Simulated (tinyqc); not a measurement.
Mesh and choice of bands: charge neutrality level from zone-averaged pseudopotential bands.

Empirical pseudopotential on the fcc lattice, atoms at +/- tau, tau = a (1,1,1)/8, no spin-orbit coupling. H(G,G') = c (2 pi/a)^2 |k + G|^2 delta + VS(q) cos(q.tau) + i VA(q) sin(q.tau), q = G - G', c = hbar^2/2m0; k and G in units of 2 pi/a; VS at |q|^2 = 3, 8, 11 and VA at 3, 4, 11, in rydberg, zero elsewhere. At each k the basis holds all G with |k + G|^2 up to 16; energies are counted from the fourth level at Gamma.

Mesh: k = sum_i (n_i + 1/2)/N b_i, n_i = 0 ... N - 1, b = (-1,1,1), (1,-1,1), (1,1,-1); points with the same sorted |kx|, |ky|, |kz| after folding to the shortest k + G are joined, with their count as weight. Neutrality (branch-point) level: E_N = (1/2) mean over k of [E5 + (E3 + E4)/2], E_n the n-th level from below.

Constants: hbar^2/2m0 = 3.80998211 eV angstrom^2; Ry = 13.60569312 eV.

Parameters, chosen for this exercise (out of a larger set: classic local form factors of the size used for GaP, without spin-orbit coupling; not measured data):
- a = 5.426 angstrom (lattice constant)
- VS = (-0.222, 0.031, 0.071) Ry (symmetric form factors)
- VA = (0.121, 0.07, 0.019) Ry (antisymmetric form factors)

E_N with E5 alone, and with (E5 + E6)/2 in its place.

Results:

| N | joined points | E_N (eV) | E_N, two conduction bands (eV) |
|---|---|---|---|
| 1 | 1 | 0.8466 | 1.5558 |
| 2 | 2 | 0.6402 | 1.3268 |
| 3 | 6 | 0.8975 | 1.2646 |
| 4 | 10 | 0.8703 | 1.2689 |
| 5 | 19 | 0.8761 | 1.2601 |

For scale, the lowest gap of this set is 2.21 eV. Against N = 5 the errors are -30, -236, +21 and -6 meV for N = 1 to 4 (N = 1 is the L point alone). Taking the second conduction band in moves E_N by +0.38 eV, more than the mesh error at N = 2: the definition, not the mesh, limits the estimate. Local form factors place the indirect gaps only to a few tenths of an eV, and E_N moves with them.

Run: tinyqc, `OMP_NUM_THREADS=1 python tinyqc.py 1850632 1850633 out.jsonl`; Intel(R) Xeon(R) Processor @ 2.30GHz, one thread, shared host; about 0.09 s of CPU time with all checks.
